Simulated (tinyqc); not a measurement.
# Changing the HCl added

Model: speciation in dilute and buffered hydrofluoric acid, oxide etch rate and bath loading. Computed by tinyqc, a small Python program. Command: `OMP_NUM_THREADS=1 python tinyqc.py 3121339 3121340 out.jsonl hfetch sweep`. One thread of a shared host (Intel(R) Xeon(R) Processor @ 2.30GHz), about 0.01 s of CPU time with the checks.

Concentrations stand for activities, NH4+ and Cl- are spectators, and water ionisation is neglected. H, F and HF2 denote the ions H+, F- and HF2-. The base temperature is 298 K.

Inputs (values chosen for the exercise, of the order of those for thermal oxide at room temperature): HF added = 0.51 mol/L; NH4F added = 0.18 mol/L; K1 = [H][F]/[HF] = 0.000688 mol/L; K2 = [HF2]/([HF][F]) = 4.09 L/mol; K3 = [H2F2]/[HF]^2 = 0 L/mol; rate constant of neutral HF k_a = 8.7 nm L/(min mol); rate constant of HF2 k_b = 58 nm L/(min mol); activation energy = 0.45 eV; temperature error = 1.3 K; oxide removed per wafer = 200 nm.

Constants: k_B = 8.617333262e-05 eV/K.

Method:
- Fluoride balance: [HF] + [F] + 2 [HF2] + 2 [H2F2] = HF added + NH4F added. Acid balance: [H] + [HF] + [HF2] + 2 [H2F2] = HF added + HCl added. For a trial [H], [HF] = [H][F]/K1, and the fluoride balance is a quadratic in [F].
- The root is refined to 1e-13 in pH = -log10 [H].
- Rate = k_a ([HF] + 2 [H2F2]) + k_b [HF2], an empirical two-term form.
- Time = oxide/rate; a temperature error changes the rate by exp((E_a/k_B)(1/298 - 1/(298 + error))) - 1.

One run for each value:
```
HCl added (mol/L)  etch rate (nm/min)       pH  [HF2] (mol/L)  share of HF2 in the rate (%)
0.001                          9.9767   2.4117        0.11287                        65.620
0.0026                         9.9554   2.4041        0.11217                        65.351
0.0067                         9.8996   2.3845        0.11035                        64.651
0.017                          9.7529   2.3348        0.10564                        62.826
0.045                          9.3120   2.1958        0.09207                        57.344
0.12                           7.9645   1.7808        0.05330                        38.814
0.3                            6.3561   0.8765        0.00944                         8.613
0.77                           6.0864   0.2269        0.00222                         2.120
2                              6.0305  -0.2603        0.00073                         0.704
```

What does the table show, and why?

Over the rows, etch rate (nm/min) falls from 9.98 to 6.03 (exponent d ln y / d ln x -0.0022 between the first rows and -0.0097 between the last); pH falls from 2.41 to -0.260; [HF2] (mol/L) falls from 0.113 to 7.32e-4 (exponent d ln y / d ln x -0.0065 between the first rows and -1.2 between the last). Added acid turns F and HF2 into neutral HF, the slower species in this rate law.

Caution (rows 0.770, 2.00): at ionic strengths above about 0.5 mol/L activities differ much from concentrations, so pH and rates are only indicative.
